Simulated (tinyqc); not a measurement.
Free and nearly free electrons in a metal: sweeps and comparisons. A value that a table varies takes the place of the one given here.

The cubic cell holds 2 atoms: n = 2 z/a^3, kF = (3 pi^2 n)^(1/3), EF = c kF^2/m, vF = 2 c kF/(m hbar), c = hbar^2/2m0; rs = (3/(4 pi n))^(1/3)/a0; D(EF) = 3 n/(2 EF).

Two plane waves k and k - G, G = (110) (2 pi/a): H = [[c k^2/m, V], [V, c (k - G)^2/m]] with c = hbar^2/2m0.

Square wire of width w with grain size w: rho/rho0 = 1/(1 - 3 al/2 + 3 al^2 - 3 al^3 ln(1 + 1/al)) + (3/4) (1 - p) l/w, with al = (l/w) Rg/(1 - Rg) (Mayadas-Shatzkes plus the thick-wire form of Fuchs-Sondheimer); l = hbar kF/(n e^2 rho), e = 1.602176634e-19 C.

Constants: hbar^2/2m0 = 3.80998211 eV angstrom^2; hbar = 6.58211957e-16 eV s; a0 (Bohr radius) = 0.5291772105 angstrom.

Values chosen for the exercise (near those of K; not measured data): a = 5.221 angstrom (bcc lattice constant); z = 1 (free electrons an atom); m = 1.57 m0 (mass); rho = 7.94 micro-ohm cm (bulk resistivity); p = 0.2 (specularity of the surfaces); Rg = 0.34 (reflection at grain boundaries); w = 10 nm (wire width).

## When the Fermi surface touches the face

On the face the lower band is E = c (G^2/4 + q^2)/m - V, q along the face. EF is held at its free value. A neck opens where EF > c G^2/(4m) - V, with radius q; the second band fills where EF > c G^2/(4m) + V.

Necks:
```
V (eV),lower band at the face centre (eV),neck radius (1/angstrom),radius/kF
0.2,1.557,-,-
0.5,1.257,0.1981,0.265
0.8,0.957,0.4036,0.541
1.1,0.657,0.5352,0.717
1.4,0.357,0.6404,0.858
1.8,-0.043,0.7583,1.016
2.2,-0.443,0.8601,1.152
2.6,-0.843,0.9511,1.274
```

EF = 1.353 eV
c G^2/(4m) = 1.757 eV

Contact needs V > 0.405 eV. It is first met at V = 0.5 eV of those listed, and the radius then grows as the square root of the excess, to 1.274 kF at 2.6 eV. EF is held at its free value here; a count of states lowers it as V grows, strongly for V of an eV or more, so the threshold is a lower bound, the radii are upper bounds, and some necks may vanish.

## Resistivity of narrow wires

Wires:
```
w (nm),al,grain term (factor - 1),surface term,rho (micro-ohm cm)
200,0.071,0.104,0.082,9.42
100,0.142,0.205,0.165,10.88
50,0.283,0.403,0.330,13.76
30,0.472,0.662,0.550,17.56
20,0.708,0.983,0.825,22.30
14,1.011,1.393,1.178,28.36
10,1.416,1.937,1.649,36.42
7,2.023,2.750,2.356,48.48
```

l = 27.49 nm

At 7 nm the resistivity is 6.11 times the bulk value; grain boundaries add more (2.75 from grains, 2.36 from surfaces). It passes twice the bulk value between 50 and 30 nm. The surface formula is meant for w above l = 27 nm, so the rows below that are rough.

## What sets the wire resistivity

All results formed anew. Each row changes one parameter from the base and keeps the others.

Results:
```
case,EF (eV),l (nm),wire rho (micro-ohm cm)
base,1.353,27.49,36.415
a = 5.378 angstrom,1.275,29.17,38.136
m = 1.884 m0,1.127,27.49,36.415
rho = 9.528 micro-ohm cm,1.353,22.91,38.059
p = 0.5,1.353,27.49,31.505
Rg = 0.238,1.353,27.49,30.459
w = 7 nm,1.353,27.49,48.485
```

The largest shifts from the base row, up to three for each result and ties (the steps differ in size, so this ranks the rows, not the parameters). EF (eV): m -0.225, a -0.078; unchanged at the printed digits by rho, p, Rg and w. l (nm): rho -4.58, a +1.68; unchanged at the printed digits by m, p, Rg and w. wire rho (micro-ohm cm): w +12.069, Rg -5.956, p -4.911; unchanged at the printed digits by m. The mass drops out of l at given rho, because vF falls and tau rises by the same factor.

(tinyqc, `OMP_NUM_THREADS=1 python tinyqc.py 1680661 1680662 out.jsonl`, Intel(R) Xeon(R) Processor @ 2.30GHz, 1 thread, shared host, about 0.01 s.)
